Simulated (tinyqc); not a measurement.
# From kappa with point defects back to disorder parameter Gamma

Model: estimate of lattice thermal conductivity from elastic moduli (Slack, Klemens and Cahill formulas). Computed by tinyqc, a small Python program. Command: `OMP_NUM_THREADS=1 python tinyqc.py 3006778 3006779 out.jsonl slack inv`. One thread of a shared host (Intel(R) Xeon(R) Processor @ 2.30GHz), about 0.01 s of CPU time with the checks.

An isotropic solid.

Inputs (values chosen for the exercise, for a model crystal):

| quantity | value | unit |
|---|---|---|
| bulk modulus B | 276 | GPa |
| shear modulus G | 152 | GPa |
| volume per atom V | 14.4 | angstrom^3 |
| mean atomic mass M | 147 | u |
| atoms per primitive cell n | 8 | - |
| temperature T | 700 | K |
| grain size d | 3300 | nm |

Grueneisen parameter: from the Poisson ratio.

Constants: u = 1.6605390666e-27 kg; hbar = 1.054571817e-34 J s; k_B = 1.380649e-23 J/K; h = 6.62607015e-34 J s.

Method:
- rho = M/V; vL = sqrt((B + 4G/3)/rho), vT = sqrt(G/rho); v_m = [(vL^-3 + 2 vT^-3)/3]^(-1/3); Poisson ratio sigma = (3B - 2G)/(6B + 2G); Theta = hbar v_m (6 pi^2/V)^(1/3)/k_B.
- Empirical rule gamma = (3/2) (1 + sigma)/(2 - 3 sigma).
- Slack, an estimate for T near or above Theta_a: kappa = A M Theta_a^3 delta n^(1/3)/(gamma^2 T) in W/(m K), with M in u, delta = V^(1/3) in angstrom, Theta_a = Theta n^(-1/3) and A = 2.43e-6/(1 - 0.514/gamma + 0.228/gamma^2).
- High-temperature forms with the classical heat capacity. Klemens: kappa/kappa_0 = arctan(u)/u, u^2 = pi^2 Theta V Gamma kappa_0/(h v_m^2). Grains: 1/kappa_poly = 1/kappa + 1/(C v_m d/3), C = 3 k_B/(n V), the acoustic branches alone.

Task: A run gave the result below. Find the disorder parameter Gamma, known to lie between 0.013 and 0.027.

kappa with point defects = 7.588822 W/(m K)

Result:

Each step takes the trial c = (a f_b - b f_a)/(f_b - f_a), f being the result less the target and a, b, c the logarithms of the listed values; c replaces end b, the old b replaces a if the sign of f changed, and otherwise f_a is halved.

Scan of the range:

| disorder parameter Gamma | kappa with point defects (W/(m K)) |
|---|---|
| 0.0130 | 8.38104 |
| 0.0147 | 8.17835 |
| 0.0166 | 7.97042 |
| 0.0187 | 7.76019 |
| 0.0212 | 7.53274 |
| 0.0239 | 7.31058 |
| 0.0270 | 7.08067 |

False position (Illinois rule, in the logarithm of the input) inside the bracket:

| step | end a | end b | trial | kappa with point defects (W/(m K)) |
|---|---|---|---|---|
| 1 | 0.0187000 | 0.0212000 | 0.0205541 | 7.58934 |
| 2 | 0.0212000 | 0.0205541 | 0.0205600 | 7.58882 |
| 3 | 0.0212000 | 0.0205600 | 0.0205600 | 7.58882 |
| 4 | 0.0205600 | 0.0205600 | 0.0205600 | 7.58882 |

Kappa with point defects falls at every point of a 13-point scan of the range (every second point is shown), so one value fits; it is bracketed by 0.0187 and 0.0212. Answer: disorder parameter Gamma = 0.02056.
